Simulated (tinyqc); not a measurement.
Heavy doping: gap narrowing, degeneracy and the minority density: sweeps and comparisons. A value that a table varies takes the place of the one given here.

F_j(eta) = (1/Gamma(j + 1)) integral_0^infinity x^j dx/(1 + exp(x - eta)), which tends to exp(eta) for eta << 0.

Empirical narrowing (Slotboom form, constants chosen for the exercise; published fits of this form give the apparent narrowing, here it is taken as the true one): dEg = E0 [ln(N/N0) + sqrt(ln(N/N0)^2 + C)].

Majority: N = Nc F_1/2(eta), eta the distance of EF beyond the majority band edge in kT. Degeneracy factor gam = F_1/2(eta)/exp(eta). ni0^2 = Nc Nv exp(-Eg/kT); product n p = ni0^2 gam exp(dEg/kT), dEg the true narrowing; apparent narrowing dEa = dEg + kT ln gam; minority density = n p/N.

Bipolar transistor with N as emitter doping: beta = K (N/NB) exp((dEa_B + dG - dEa_E)/kT), dEa_E = dEg(N) + kT ln gam, dEa_B = dEg(NB). For the sweep in T, Nc is scaled as (T/T0)^(3/2) from its value at T0 = T.

Constants: kB = 8.617333262e-05 eV/K.

Inputs chosen for the exercise (gap and densities of states near those of Si at this temperature; narrowing constants near the fits for Si; the results hold for these values, not for the real material):
- Eg = 1.098 eV (gap)
- Nc = 4.22e+19 1/cm^3 (conduction-band density of states)
- Nv = 1.74e+19 1/cm^3 (valence-band density of states)
- T = 400 K
- E0 = 7.61 meV (narrowing scale)
- N0 = 1.5e+17 1/cm^3 (onset density)
- C = 0.5 (smoothing constant)
- N = 1.1e+19 1/cm^3 (ionised donors, equal to the majority density)
- NB = 4e+17 1/cm^3 (base doping)
- K = 2.4 (ratio (D_B W_E)/(D_E W_B))
- dG = 50 meV (extra narrowing of the base by alloying)

## Narrowing against degeneracy

N takes the values listed; the last column is N over the factor gam exp(dEg/kT), the doping that a simple model would need to give the same minority density.

Results:

| N (1/cm^3) | eta | gam | dEg (meV) | dEa (meV) | minority (1/cm^3) | effective doping (1/cm^3) |
|---|---|---|---|---|---|---|
| 1.0e+17 | -6.04 | 0.999 | 3.1 | 3.1 | 1.18e+08 | 9.14e+16 |
| 4.0e+17 | -4.66 | 0.997 | 16.7 | 16.6 | 4.35e+07 | 2.47e+17 |
| 1.0e+18 | -3.73 | 0.992 | 29.8 | 29.6 | 2.54e+07 | 4.24e+17 |
| 4.0e+18 | -2.32 | 0.967 | 50.5 | 49.4 | 1.13e+07 | 9.54e+17 |
| 1.0e+19 | -1.36 | 0.920 | 64.4 | 61.5 | 6.40e+06 | 1.68e+18 |
| 4.0e+19 | 0.28 | 0.718 | 85.4 | 74.0 | 2.30e+06 | 4.68e+18 |
| 1.0e+20 | 1.67 | 0.444 | 99.3 | 71.3 | 8.50e+05 | 1.26e+19 |
| 3.0e+20 | 4.27 | 0.0996 | 115.9 | 36.4 | 1.03e+05 | 1.04e+20 |
| 8.0e+20 | 8.50 | 0.00387 | 130.8 | -60.7 | 2.31e+03 | 4.65e+21 |

dEg grows steadily to 130.8 meV, while the apparent value peaks at 74.0 meV for N = 4e+19 and falls to -60.7 meV as the Fermi level enters the band (a negative value is not met in measurements: parabolic bands with a fixed mass overstate the filling). N grows by a factor 40 from the third to the sixth row and the effective doping by 11.0: net of degeneracy, narrowing takes away 72 % of the factor gained by heavier doping.

## Current gain against temperature

Gain:

| T (K) | beta | beta with dG = 0 | without narrowing |
|---|---|---|---|
| 150 | 105 | 2.19 | 66.0 |
| 200 | 89.8 | 4.93 | 66.0 |
| 250 | 82.6 | 8.11 | 66.0 |
| 300 | 78.6 | 11.4 | 66.0 |
| 350 | 76.0 | 14.5 | 66.0 |
| 400 | 74.2 | 17.4 | 66.0 |
| 450 | 72.9 | 20.1 | 66.0 |

dEa_B + dG - dEa_E at T0 = 4.0 meV

beta is 105 at 150 K and 72.9 at 450 K, since the net exponent is positive: the gap is narrower in the base. At 300 K narrowing and degeneracy change the gain by a factor 0.172 and alloying the base by 6.92.

## What moves the minority density and the gain

All results formed anew. Each row changes one parameter from the base and keeps the others.

Results:

| case | dEg (meV) | dEa (meV) | minority (1/cm^3) | beta |
|---|---|---|---|---|
| base | 65.81 | 62.64 | 6.02e+06 | 74.2 |
| N = 2.2e+19 1/cm^3 | 76.30 | 69.99 | 3.72e+06 | 120 |
| E0 = 9.132 meV | 78.97 | 75.81 | 8.82e+06 | 55.8 |
| N0 = 3e+17 1/cm^3 | 55.34 | 52.18 | 4.44e+06 | 78.1 |
| Eg = 1.118 eV | 65.81 | 62.64 | 3.37e+06 | 74.2 |
| Nc = 5.49e+19 1/cm^3 | 65.81 | 63.38 | 8.00e+06 | 72.6 |
| NB = 8e+17 1/cm^3 | 65.81 | 62.64 | 6.02e+06 | 49.4 |

The largest shifts from the base row, up to three for each result and ties (the steps differ in size, so this ranks the rows, not the parameters). dEg (meV): E0 +13.16, N +10.49, N0 -10.47; unchanged at the printed digits by Eg, Nc and NB. dEa (meV): E0 +13.16, N0 -10.47, N +7.35; unchanged at the printed digits by Eg and NB. minority (1/cm^3): E0 +2.80e+06, Eg -2.65e+06, N -2.29e+06; unchanged at the printed digits by NB. beta: N +45.7, NB -24.7, E0 -18.4; unchanged at the printed digits by Eg.

Run: tinyqc, `OMP_NUM_THREADS=1 python tinyqc.py 1651939 1651940 out.jsonl`; Intel(R) Xeon(R) Processor @ 2.30GHz, one thread, shared host; about 0.01 s of CPU time with all checks.
